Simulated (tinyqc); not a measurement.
Short-channel transistor, virtual-source model with series resistance: effect of the apparent mobility on the on and off currents.

The current per gate width is the charge at the top of the source barrier (the virtual source) times its velocity times a saturation function; al and be are fitting constants of the model. Units: I in uA/um, Rs in ohm um, so I Rs = 1e-6 I Rs in volts; Q in uC/cm^2, so I = 1e-4 Q vx0 Fsat with vx0 in cm/s.

Intrinsic voltages Vg' = Vgs - I Rs, Vd' = Vds - 2 I Rs. n = n0 + nd Vd', VT = VT0 - dl Vd', Ff = 1/(1 + exp((Vg' - VT + al Vt/2)/(al Vt))), Q = Cinv n Vt ln(1 + exp((Vg' - VT + al Vt Ff)/(n Vt))), Vdsat = (vx0 L/mu)(1 - Ff) + Vt Ff, Fsat = u/(1 + u^be)^(1/be) with u = Vd'/Vdsat, and I = Q vx0 Fsat per width. I is solved self-consistently. Ion is I at Vgs = Vds = 1 V, Ioff at Vgs = 0, Vds = 1 V, and Rlin = Vds/I at Vgs = 1 V, Vds = 0.05 V.

Values chosen for this exercise: temperature T = 273 K; inversion capacitance Cinv = 1.58 uF/cm^2; velocity at the virtual source vx0 = 6.42e6 cm/s; channel length L = 45 nm; threshold at zero drain voltage VT0 = 0.31 V; drain-induced barrier lowering dl = 0.06 V/V; subthreshold factor n0 = 1.22; growth of n with drain voltage nd = 0 1/V; threshold shift (in units of Vt) from weak to strong inversion al = 3.5; sharpness of saturation be = 1.8; series resistance of each contact Rs = 70 ohm um.

Constants: q = 1.602176634e-19 C, kB = 1.380649e-23 J/K, Vt = kB T/q. Results are converted to the units shown.

Result of one run:
```
Ion (uA/um),Ioff (nA/um),log10(Ion/Ioff),Rlin (ohm um)
704.5,68.36,4.013,164.7
```

Which apparent mobility mu gave this result: 85, 410, 700 or 2000 cm^2/(V s)?

mu = 2000 cm^2/(V s).

The whole series:
```
mu (cm^2/(V s)),Ion (uA/um),Ioff (nA/um),log10(Ion/Ioff),Rlin (ohm um)
50,584.6,68.14,3.933,970.9
85,649.8,68.25,3.979,633.3
140,680.6,68.31,3.998,443.8
240,695.3,68.33,4.008,321.3
410,701.1,68.35,4.011,249.3
700,703.3,68.36,4.012,206.3
1200,704.2,68.36,4.013,180.0
2000,704.5,68.36,4.013,164.7
```

As mu goes from 50 to 2000 cm^2/(V s), Ion rises from 585 to 705 uA/um, Ioff stays near 68.3 nA/um and Rlin falls from 971 to 165 ohm um. Ion changes by a factor of 1.21 and Ioff by 1.00. Below threshold Vdsat is near Vt, so L and mu hardly reach the off current.

Computed by the program tinyqc: `OMP_NUM_THREADS=1 python tinyqc.py 2380148 2380149 out.jsonl`, one thread of a shared Intel Xeon 2.30GHz, about 0.01 s for the whole run.
